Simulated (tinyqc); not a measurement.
What each parameter does: exciton in an atomically thin sheet (Rytova-Keldysh potential).

Relative motion in the plane with V(k) = -2 pi q/(k (kap + r0 k)), q = e^2/(4 pi eps0), c = hbar^2/2m0. Normalised Gaussians exp(-a_i r^2): with A = a_i + a_j, S_ij = 2 sqrt(a_i a_j)/A, T_ij = (4c/mu)(a_i a_j/A) S_ij, V_ij = -q S_ij times the integral over k from 0 to infinity of exp(-k^2/4A)/(kap + r0 k).

Converged values use 20 Gaussians with exponents 2^i/b^2, i = -11 to 8, b the larger of a0 kap/(2 mu) and sqrt(a0 r0/mu), a0 = 0.5291772 angstrom; p states use r exp(i theta) exp(-a r^2).

Constants: hbar^2/2m0 = 3.80998211 eV angstrom^2; e^2/(4 pi eps0) = 14.39964547 eV angstrom.

Parameters, chosen for this exercise (near those of a WSe2 monolayer; shifted at random, so the results belong to these values and not to a real crystal): me = 0.353 m0 (electron mass); mh = 0.474 m0 (hole mass); kap = 4.2 (mean dielectric constant of the surroundings); r0 = 45.2 angstrom (screening length of the sheet); Eg = 1.911 eV (gap, in these surroundings).

1/mu = 1/me + 1/mh; converged values. Eg is held fixed when kap or r0 changes: the shrinking of the gap by stronger screening, which offsets most of the shift of the 1s line, is left out.

Results for these values:

| case | 1s binding (meV) | 2s - 1s (meV) | 2s - 2p (meV) | 1s line (eV) |
|---|---|---|---|---|
| base | 173.3 | 131.5 | 12.5 | 1.738 |

What happens to each result for Eg = 2.01 eV, all else kept?

Answer: 1s binding does not change at the printed digits; 2s - 1s does not change at the printed digits; 2s - 2p does not change at the printed digits; 1s line rises from 1.738 to 1.837.

The same for each parameter in turn:

| case | 1s binding (meV) | 2s - 1s (meV) | 2s - 2p (meV) | 1s line (eV) |
|---|---|---|---|---|
| base | 173.3 | 131.5 | 12.5 | 1.738 |
| me = 0.424 m0 | 181.9 | 136.9 | 13.5 | 1.729 |
| mh = 0.379 m0 | 165.0 | 126.2 | 11.4 | 1.746 |
| kap = 5.46 | 132.6 | 104.7 | 7.7 | 1.778 |
| r0 = 54.2 angstrom | 157.5 | 117.7 | 12.0 | 1.753 |
| Eg = 2.01 eV | 173.3 | 131.5 | 12.5 | 1.837 |

Run: tinyqc, `OMP_NUM_THREADS=1 python tinyqc.py 1251239 1251240 out.jsonl`; Intel(R) Xeon(R) Processor @ 2.30GHz, one thread, shared host; about 0.01 s of CPU time with all checks.
